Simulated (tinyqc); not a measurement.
Inside a calculation. Method: geometry optimisation on the UHF/sto-3g surface (energies and gradients from PySCF), for H4, spin multiplicity 3. One step of it, computed by the program tinyqc.

Question. Step 1: move. Quasi-Newton step p = -H^(-1) g (first H = 1 times the unit matrix); steps longer than 0.5 bohr are cut back (factor 0.998 here).

positions at the start (bohr):
```
,x,y,z
1H,0.032125,-0.005669,0.020787
2H,0.094486,-0.075589,1.432412
3H,0.028346,1.772563,0.039684
4H,0.041574,1.668628,1.492884
```

gradient (hartree/bohr):
```
,x,y,z
1H,0.00588734,0.06550241,0.24857310
2H,-0.00759983,0.07004853,-0.22858191
3H,0.00641384,-0.07391044,0.23316093
4H,-0.00470135,-0.06164050,-0.25315211
```

Give: positions after step 1.

Answer.

positions after step 1 (bohr):
```
,x,y,z
1H,0.0263,-0.0710,-0.2272
2H,0.1021,-0.1455,1.6605
3H,0.0219,1.8463,-0.1930
4H,0.0463,1.7301,1.7455
```
